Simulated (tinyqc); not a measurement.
What each parameter does: quaternary alloy A(x)B(1-x)C(y)D(1-y) matched to a substrate.

Q(x,y) = x y Q_AC + x (1 - y) Q_AD + (1 - x) y Q_BC + (1 - x)(1 - y) Q_BD for the lattice constant. Gap, rule 1: Q(x,y) - x (1 - x)[y C_ABC + (1 - y) C_ABD] - y (1 - y)[x C_ACD + (1 - x) C_BCD]. Rule 2 (mean of ternaries): {x (1 - x)[y T_ABC(x) + (1 - y) T_ABD(x)] + y (1 - y)[x T_ACD(y) + (1 - x) T_BCD(y)]}/{x (1 - x) + y (1 - y)}, T_ABC(x) = x E_AC + (1 - x) E_BC - C_ABC x (1 - x), T_ACD(y) = y E_AC + (1 - y) E_AD - C_ACD y (1 - y), and alike. Only the Gamma valley is followed.

Matching a(x,y) = a_s gives x = (a_s - y a_BC - (1 - y) a_BD)/(y (a_AC - a_BC) + (1 - y)(a_AD - a_BD)).

Values chosen for the exercise (AC, AD, BC, BD near GaAs, GaSb, InAs and InSb; substrate near InP; the results hold for these values, not for the real material): a = (5.649, 6.1, 6.055, 6.477) angstrom (lattice constants of AC, AD, BC, BD); Eg = (1.503, 0.802, 0.411, 0.237) eV (gaps at Gamma of AC, AD, BC, BD); Cb = (0.419, 0.401, 1.374, 0.747) eV (bowing of ABC, ABD, ACD, BCD); a_s = 5.876 angstrom (substrate); y = 0.79 (fraction of C).

x is matched anew each time.

Results for these values:
```
case,x,rule 1 (eV),rule 2 (eV)
base,0.6692,0.7457,0.8957
```

What happens to each result for a = (5.659, 6.1, 6.055, 6.477) angstrom, all else kept?

Answer: x rises from 0.6692 to 0.6827; rule 1 rises from 0.7457 to 0.7595; rule 2 rises from 0.8957 to 0.9089.

The same for each parameter in turn:
```
case,x,rule 1 (eV),rule 2 (eV)
base,0.6692,0.7457,0.8957
y = 0.8,0.6582,0.7465,0.8938
a_s = 5.872 angstrom,0.6792,0.7559,0.9055
"Cb = (0.503, 0.481, 1.649, 0.896) eV",0.6692,0.6886,0.8686
"Eg = (1.553, 0.802, 0.411, 0.237) eV",0.6692,0.7721,0.9222
"a = (5.659, 6.1, 6.055, 6.477) angstrom",0.6827,0.7595,0.9089
```

Program tinyqc; command `OMP_NUM_THREADS=1 python tinyqc.py 1080610 1080611 out.jsonl`; about 0.01 s on one thread of a shared Intel(R) Xeon(R) Processor @ 2.30GHz.
